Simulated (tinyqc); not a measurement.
## Length offset and series resistance from crossing lines

Question. R_total = Rs + k (L - dL)/Vo with constant Rs, dL and k. Find k, dL and Rs.

R_total at (L, Vo) = (60, 0.37), (120, 0.37), (60, 0.8) and (120, 0.8), L in nm and Vo in V (ohm um): [824.75676, 1440.9730, 564.2, 849.2]

Answer. At each overdrive R is a straight line in L with slope k/Vo; the two lines cross at L = dL, R = Rs.

k = 3.80 ohm um V/nm
dL = 12.8 nm
Rs = 340 ohm um

Program tinyqc, `OMP_NUM_THREADS=1 python tinyqc.py 2282219 2282220 out.jsonl`; Intel Xeon 2.30GHz, shared host, one thread, about 0.03 s.
